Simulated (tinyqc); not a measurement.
Reduced Fermi level from a carrier density: charge neutrality of a doped semiconductor with incomplete ionisation. Computed by tinyqc, a small Python program. Command: `OMP_NUM_THREADS=1 python tinyqc.py 3030177 3030178 out.jsonl dopant walk`. One thread of a shared host (Intel(R) Xeon(R) Processor @ 2.30GHz), about 0.07 s of CPU time with the checks.

Energies are counted from the top of the valence band; E_D is measured down from the conduction band and E_A up from the valence band.

Inputs (values chosen for the exercise, for a model semiconductor):
```
quantity              value  unit
gap at 0 K E_g0        3.94    eV
Varshni alpha      0.000415  eV/K
Varshni beta            494     K
electron mass m_e       0.3   m_0
valleys M_c               1     -
hole mass m_h         0.635   m_0
temperature T           350     K
```

Doping: n-type, compensated. Statistics of the bands: Fermi-Dirac.

ratios u of density to N: 0.025  0.077  0.23  0.7  2.1  6.4  20

Constants: m_0 = 9.1093837015e-31 kg; k_B = 1.380649e-23 J/K; h = 6.62607015e-34 J s; k_B = 8.617333262e-05 eV/K.

Method:
- E_g = E_g0 - alpha T^2/(T + beta).
- N_c = 2 M_c (2 pi m_e k_B T/h^2)^(3/2) and N_v = 2 (2 pi m_h k_B T/h^2)^(3/2), masses in units of m_0.
- n_i = sqrt(N_c N_v) exp(-E_g/(2 k_B T)); E_i = E_g/2 + (k_B T/2) ln(N_v/N_c).
- F_1/2(eta) = (2/sqrt(pi)) int_0^infinity sqrt(x)/(1 + exp(x - eta)) dx, by the trapezoid rule in t = sqrt(x) with step 0.02 up to t = 12 (for eta < -12 by exp(eta) - exp(2 eta)/2^(3/2)).
- For u = density/N of the majority band, eta solves F_1/2(eta) = u (bisection). Boltzmann: ln u. Joyce-Dixon: ln u + u/sqrt(8) - 4.95009e-3 u^2 + 1.48386e-4 u^3 - 4.42563e-6 u^4. Degenerate limit: (3 sqrt(pi) u/4)^(2/3). The last column is (eta - ln u) k_B T.

N_c = 5.19606e+18 cm^-3

k_B T = 0.0301607 eV

Eta by four rules:
```
u      density (cm^-3)    exact  Boltzmann  Joyce-Dixon  degenerate  Boltzmann error (meV)
0.025       1.2990e+17  -3.6800    -3.6889      -3.6800      0.1034             2.6649e-01
0.077       4.0010e+17  -2.5368    -2.5639      -2.5368      0.2188             8.2020e-01
0.23        1.1951e+18  -1.3886    -1.4697      -1.3886      0.4538             2.4447e+00
0.7         3.6372e+18  -0.1116    -0.3567      -0.1116      0.9531             7.3927e+00
2.1         1.0912e+19   1.4639     0.7419       1.4639      1.9826             2.1774e+01
6.4         3.3255e+19   3.9488     1.8563       3.9478      4.1675             6.3110e+01
20          1.0392e+20   8.8137     2.9957       8.5658      8.9079             1.7547e+02
```

What does the comparison show, and why?

Boltzmann statistics place E_F within 1 meV of the exact value up to u = 0.0770 of those listed and miss by 175 meV at u = 20. Joyce-Dixon stays within 0.01 in eta up to u = 6.40; the degenerate limit is still 1.1 % high at the last u. Past u of about 10 the Joyce-Dixon series fails. A parabolic band is assumed throughout.
